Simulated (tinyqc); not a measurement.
Photoconductance decay in a wafer: bulk and surface recombination modes, and iron detection by pair splitting. From tau_eff back to surface recombination velocity S. Computed by tinyqc, a small Python program. Command: `OMP_NUM_THREADS=1 python tinyqc.py 3113898 3113899 out.jsonl pcd inv`. One thread of a shared host (Intel(R) Xeon(R) Processor @ 2.30GHz), about 0.06 s of CPU time with the checks.

Both faces of the wafer have the same S; injection is low and all coefficients are constant. x runs from -W/2 to W/2.

Inputs (values chosen for the exercise, modelled on p-type silicon): thickness W = 150 micrometre; diffusivity D = 30.3 cm^2/s; bulk lifetime tau_b without iron = 130 microsecond.

Method. Even modes cos(a x) obey b tan b = S W/(2 D) with b = a W/2, odd modes sin(a x) obey -b cot b = S W/(2 D); each decays at the rate 1/tau_b + D a^2. tau_eff is the decay time of the first mode. The surface time is 1/(D a^2) of that mode; shortcuts for it are W/(2 S), W^2/(pi^2 D) and their sum, whose error is sum/surface time - 1.

Task: A run gave the result below. Find the surface recombination velocity S, known to lie between 140 and 340 cm/s.

tau_eff = 32.92869 microsecond

Result:

Each step takes the trial c = (a f_b - b f_a)/(f_b - f_a), f being the result less the target and a, b, c the logarithms of the listed values; c replaces end b, the old b replaces a if the sign of f changed, and otherwise f_a is halved.

Scan of the range:
```
surface recombination velocity S (cm/s)  tau_eff (microsecond)
140                                                    38.2477
162                                                    34.4748
188                                                    30.8881
218                                                    27.5911
253                                                    24.5501
293                                                    21.8186
340                                                    19.3117
```

False position (Illinois rule, in the logarithm of the input) inside the bracket:
```
step    end a    end b    trial  tau_eff (microsecond)
1     162.000  188.000  172.735                32.8957
2     162.000  172.735  172.282                32.9594
3     172.735  172.282  172.500                32.9287
4     172.282  172.500  172.500                32.9287
```

tau_eff falls at every point of a 13-point scan of the range (every second point is shown), so one value fits; it is bracketed by 162 and 188. Answer: surface recombination velocity S = 172.5 cm/s.
